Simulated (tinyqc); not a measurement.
## Planar ballistic transistor, top-of-the-barrier model: effect of the valley degeneracy

At the top of the source barrier, states moving towards the drain are filled by the source (Fermi level 0) and states moving back by the drain (Fermi level -q Vd); nothing scatters. U is the shift of the band edge there, set by the capacitances CG, CD and CS (the total) and by the charge. Parabolic two-dimensional band; the source is grounded.

N0 = gv m kB T/(pi hbar^2), CG = eps0 eox/tox, vT = sqrt(2 kB T/(pi m)), CS = CG/aG, n0 = n at U = 0 and Vd = 0. eta1 = -(E0 + U)/Vt, eta2 = eta1 - Vd/Vt, n = (N0/2)[F_0(eta1) + F_0(eta2)], F_0(x) = ln(1 + exp x). U = UL + q (n - n0)/CS with UL = -(aG Vg + aD Vd), energies in eV. I = q (N0/2) vT [F_(1/2)(eta1) - F_(1/2)(eta2)] per width, F_(1/2)(x) = (2/sqrt(pi)) int_0^infinity u^(1/2)/(1 + exp(u - x)) du. CQ = (q/Vt) dn/d(eta1). E0 is held fixed.

Values chosen for this exercise; mass and valleys close to those of silicon (two valleys):
```
symbol  value  unit                                                                 meaning
T          77     K                                                             temperature
m       0.195    m0                                                          effective mass
eox       3.9                                   relative permittivity of the gate insulator
tox       2.7    nm                                                     insulator thickness
aG       0.77                                                            gate control CG/CS
aD      0.056                                                           drain control CD/CS
E0       0.21    eV  band edge at the barrier top above the source Fermi level at zero bias
Vg        0.7     V                                                            gate voltage
Vd        0.7     V                                                           drain voltage
```

Constants: q = 1.602176634e-19 C, kB = 1.380649e-23 J/K, hbar = 1.054571817e-34 J s, m0 = 9.1093837015e-31 kg, Vt = kB T/q, eps0 = 8.8541878128e-14 F/cm where lengths are in cm. Results are converted to the units shown.

Effect of the valley degeneracy:

| gv | eta1 | n (cm^-2) | I (uA/um) | mean velocity I/(q n) (cm/s) | CQ/CS |
|---|---|---|---|---|---|
| 1 | 11.259 | 3.0426e12 | 766.95 | 1.5733e7 | 3.9287 |
| 2 | 6.2632 | 3.3863e12 | 650.66 | 1.1993e7 | 7.8425 |
| 3 | 4.3278 | 3.5194e12 | 580.85 | 1.0301e7 | 11.633 |
| 4 | 3.2853 | 3.5911e12 | 537.81 | 9.3474e6 | 15.148 |
| 6 | 2.1528 | 3.6690e12 | 489.47 | 8.3267e6 | 21.119 |

Read the table: what changes, and by how much?

As gv goes from 1 to 6, n rises from 3.04e12 to 3.67e12 cm^-2, the mean velocity falls from 1.57e7 to 8.33e6 cm/s and the current falls from 767 to 489 uA/um. CQ/CS goes from 3.9 to 21.

tinyqc, about 0.01 s, one thread, Intel Xeon 2.30GHz (shared host): `OMP_NUM_THREADS=1 python tinyqc.py 2400034 2400035 out.jsonl`
